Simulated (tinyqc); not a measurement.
Two-band massive Dirac model of the K valleys: one step. Band edges of the four flavours. Three cases, with inputs chosen for the exercise.

Problem. At k = 0: Ec = D/2, Ev = -D/2 + lam tau sz; mass m/m0 = c G/(a t)^2 for both bands, c = hbar^2/2m0; Omega_c(0) = -2 tau a^2 t^2/G^2.

Basis (conduction, valence): H = [[D/2, a t (tau kx - i ky)], [a t (tau kx + i ky), -D/2 + lam tau sz]], valley tau = +/-1, spin sz = +/-1. The gap of a spin and valley is G = D - lam tau sz. Berry curvature Omega = curl of i<u|grad u>; for the conduction band Omega_c = -tau 2 a^2 t^2 G/(G^2 + 4 a^2 t^2 k^2)^(3/2), and Omega_v = -Omega_c.

Constants: hbar^2/2m0 = 3.80998211 eV angstrom^2.

Give: Edges.

Case 1.

Values chosen (near those used for monolayer WS2; not measured data): a = 3.197 angstrom (lattice constant); D = 1.72 eV (gap parameter); t = 1.44 eV (effective hopping); lam = 0.197 eV (half the valence spin splitting).

Solution.

Edges:

| tau | sz | Ec (eV) | Ev (eV) | G (eV) | mass (m0) | Omega_c (angstrom^2) |
|---|---|---|---|---|---|---|
| 1 | 1 | 0.8600 | -0.6630 | 1.5230 | 0.2738 | -18.274 |
| 1 | -1 | 0.8600 | -1.0570 | 1.9170 | 0.3446 | -11.534 |
| -1 | 1 | 0.8600 | -1.0570 | 1.9170 | 0.3446 | 11.534 |
| -1 | -1 | 0.8600 | -0.6630 | 1.5230 | 0.2738 | 18.274 |

The top of the valence band has spin up at tau = +1 and spin down at tau = -1: spin and valley are locked, with 394 meV between the two valence bands (A and B transitions at 1.523 and 1.917 eV, without exciton binding).

Case 2.

Values chosen (near those used for monolayer WSe2; not measured data): a = 3.317 angstrom (lattice constant); D = 1.56 eV (gap parameter); t = 1.21 eV (effective hopping); lam = 0.211 eV (half the valence spin splitting).

Solution.

Edges:

| tau | sz | Ec (eV) | Ev (eV) | G (eV) | mass (m0) | Omega_c (angstrom^2) |
|---|---|---|---|---|---|---|
| 1 | 1 | 0.7800 | -0.5690 | 1.3490 | 0.3191 | -17.704 |
| 1 | -1 | 0.7800 | -0.9910 | 1.7710 | 0.4189 | -10.272 |
| -1 | 1 | 0.7800 | -0.9910 | 1.7710 | 0.4189 | 10.272 |
| -1 | -1 | 0.7800 | -0.5690 | 1.3490 | 0.3191 | 17.704 |

The top of the valence band has spin up at tau = +1 and spin down at tau = -1: spin and valley are locked, with 422 meV between the two valence bands (A and B transitions at 1.349 and 1.771 eV, without exciton binding).

Case 3.

Values chosen (near those used for monolayer MoSe2; not measured data): a = 3.319 angstrom (lattice constant); D = 1.39 eV (gap parameter); t = 1.01 eV (effective hopping); lam = 0.08 eV (half the valence spin splitting).

Solution.

Edges:

| tau | sz | Ec (eV) | Ev (eV) | G (eV) | mass (m0) | Omega_c (angstrom^2) |
|---|---|---|---|---|---|---|
| 1 | 1 | 0.6950 | -0.6150 | 1.3100 | 0.4442 | -13.096 |
| 1 | -1 | 0.6950 | -0.7750 | 1.4700 | 0.4984 | -10.400 |
| -1 | 1 | 0.6950 | -0.7750 | 1.4700 | 0.4984 | 10.400 |
| -1 | -1 | 0.6950 | -0.6150 | 1.3100 | 0.4442 | 13.096 |

The top of the valence band has spin up at tau = +1 and spin down at tau = -1: spin and valley are locked, with 160 meV between the two valence bands (A and B transitions at 1.310 and 1.470 eV, without exciton binding).

Computed by tinyqc, one run a case: `OMP_NUM_THREADS=1 python tinyqc.py N N+1 out.jsonl` with N = 1451559, 1451702, 1451736; one thread of a shared Intel(R) Xeon(R) Processor @ 2.30GHz, about 0.01 s a run at most.
